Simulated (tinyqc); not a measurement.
Electron mobility of a polar semiconductor by Rode's iterative solution of the Boltzmann equation: one step, computed by the program tinyqc. Command: `OMP_NUM_THREADS=1 python tinyqc.py 3011051 3011052 out.jsonl rode walk`. One thread of a shared host (Intel(R) Xeon(R) Processor @ 2.30GHz), about 0.01 s of CPU time with the checks.

The distribution is f(E) + e F l(E) (-df/dE) cos(theta) for a weak field F, theta counted from the force; l(E) is a mean free path. Elastic processes enter by their momentum rate, polar optical phonons by out- and in-scattering terms. One valley only: where upper valleys lie close, measured mobilities are lower. The density n is prescribed, even where a narrow-gap material would have more intrinsic carriers.

Problem. The first two iterations on one ladder of the grid. Iteration: l_new(E) = [v(E) + c+ l(E + hbar w) + c- l(E - hbar w)]/(nu + S_o), from l = 0.

Inputs (values chosen for the exercise, modelled on InAs): temperature T = 150 K.

Band: Kane. Elastic processes: acoustic, piezoelectric, impurity.

Points j = s/2, s/2 + s, ... (the first seven rungs, or as many as the grid holds), rates in 1e12/s:
```
E (meV)  v (m/s)        nu       S_o        c+        c-
16.335    475621  10.51540  5.009940  1.979497  0.000000
46.035    731374   4.99772  4.138145  2.060775  0.107980
75.735    868687   3.23020  1.959977  0.899790  0.233342
105.435   957353   2.37451  1.808130  0.387907  0.701729
135.135  1019443   1.87414  3.541090  0.326584  1.897302
164.835  1065138   1.54865  4.364621  0.328211  2.506418
194.535  1099964   1.32224  4.572031  0.335657  2.708065
```

Give: l after iteration 1; l after iteration 2 (all rungs but the last shown).

Solution.

l after iteration 1 (nm): 30.64  80.06  167.37  228.89  188.25  180.13  186.62

l after iteration 2 (all rungs but the last shown) (nm): 40.84  118.17  210.65  274.43  279.31  270.28

In-scattering lengthens l on the lowest rung by 33.3 % and on the second by 47.6 % in this step. Caution: the gas is degenerate, and screening of the polar coupling, left out here, would raise the mobility.
